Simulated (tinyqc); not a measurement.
# Threshold-voltage variability of a planar MOSFET, analytic estimates, step by step

tinyqc, about 0.01 s, one thread, Intel Xeon 2.30GHz (shared host): `OMP_NUM_THREADS=1 python tinyqc.py 2090121 2090122 out.jsonl` Printed values are rounded.

Three independent sources add in quadrature: random dopants in the depleted layer, metal-gate grains of two orientations, and roughness of the two gate edges acting through the roll-off VT = VT(long) - Vr exp(-L/l). These are first-order estimates: no three-dimensional electrostatics, no percolation.

Inputs (values chosen for the exercise); material values close to those of silicon:
```
symbol    value   unit                                                 meaning
T           300      K                                             temperature
Eg          1.1     eV                                                band gap
eps_r      11.8                     relative permittivity of the semiconductor
Nc       2.8e19  cm^-3                  conduction-band density of states at T
Nv      2.65e19  cm^-3                     valence-band density of states at T
Na       7.7e17  cm^-3                                          channel doping
ti          2.1     nm                 oxide-equivalent thickness in inversion
L            45     nm                                             gate length
W           200     nm                                              gate width
G             7     nm                                        metal grain size
dW         0.15     eV  work-function difference of the two grain orientations
p           0.5               share of the orientation of higher work function
De          1.4     nm                          rms roughness of one gate edge
La           15     nm                     correlation length of the roughness
l            10     nm                  decay length of the threshold roll-off
Vr          1.8      V                               prefactor of the roll-off
n          1.15                                            subthreshold factor
gI            5    1/V                                  gm/I of a matched pair
sb            3      %                 spread of the gain factor of one device
Nb        65536                                                number of cells
Y         0.999                                                   wanted yield
```

Constants: q = 1.602176634e-19 C, kB = 1.380649e-23 J/K, Vt = kB T/q, eps0 = 8.8541878128e-14 F/cm where lengths are in cm. Results are converted to the units shown.

## Random dopants

ni = sqrt(Nc Nv) exp(-Eg/(2 Vt)), Eg in volts; Cox = 3.9 eps0/ti; Wd = sqrt(4 eps0 eps_r Vt ln(Na/ni)/(q Na)); dopants: s1 = (q/Cox) sqrt(Na Wd/(3 L W)). The slope A1 = s1 sqrt(L W); mean number of dopants Na L W Wd.

Cox = 1.64435 uF/cm^2
Wd = 39.3811 nm
mean number of dopants = 272.911
A1 = 0.979591 mV um
s1 = 10.3258 mV

Counting alone, 1/sqrt(N) of the depletion voltage q Na Wd/Cox = 295 mV, would give sqrt(3) times more: dopants deep in the layer act less on the surface.

## Metal grains and edge roughness

Grains: Ng = L W/G^2 (at least 1), s2 = dW sqrt(p (1 - p)/Ng). Edges, with exponential correlation and u = W/La: the mean gate length has sL^2 = 2 De^2 (2/u)[1 - (1 - exp(-u))/u]; s3 = sL (Vr/l) exp(-L/l).

Ng = 183.673
s2 = 5.53399 mV
sL = 0.737496 nm
dVT/dL = 1.99962 mV/nm
s3 = 1.47471 mV

## Total spread, mismatch and leakage

s = sqrt(s1^2 + s2^2 + s3^2). For a pair: s(dVT) = sqrt(2) s; current mismatch sqrt(2) sqrt((gI s)^2 + sb^2); input offset = current mismatch/gI. For a Gaussian VT the off current is log-normal with mean/median = exp(s^2/(2 (n Vt)^2)).

s = 11.8077 mV
s(dVT) = 16.6986 mV
current mismatch = 9.36541 %
input offset = 18.7308 mV
mean/median of Ioff = 1.08206

The dopants give 76.5 % of the variance; without them s would be 5.73 mV.

## Iteration 1: margin in standard deviations for the wanted yield

k at the start = 2

Cells fail independently with probability Q(k) = erfc(k/sqrt(2))/2 when the margin is k standard deviations, and Y = exp(-Nb Q(k)). phi = exp(-k^2/2)/sqrt(2 pi). Newton steps on ln Q(k) = ln(-ln(Y)/Nb): k(new) = k + [ln Q - ln(-ln(Y)/Nb)] Q/phi.

Q(k) = 0.0227501
phi = 0.0539910
k after iteration 1 = 7.98952

## Iteration 2: margin in standard deviations for the wanted yield

As before.

Q(k) = 6.77317e-16
phi = 5.49375e-15
k after iteration 2 = 5.90215

## Course of the iteration: margin in standard deviations for the wanted yield

Stop when k changes by less than 1e-9, or after 30 iterations.

Course of the iteration:

| iteration | k | \|change\| |
|---|---|---|
| 1 | 7.98952 | 5.99 |
| 2 | 5.90215 | 2.09 |
| 3 | 5.54899 | 0.353 |
| 4 | 5.53836 | 0.0106 |
| 5 | 5.53835 | 9.62e-6 |
| 6 | 5.53835 | 7.88e-12 |

Converged in 6 iterations. At the end the number of correct digits about doubles with each step. With s(dVT) = 16.7 mV, 5.54 standard deviations are 92.5 mV.
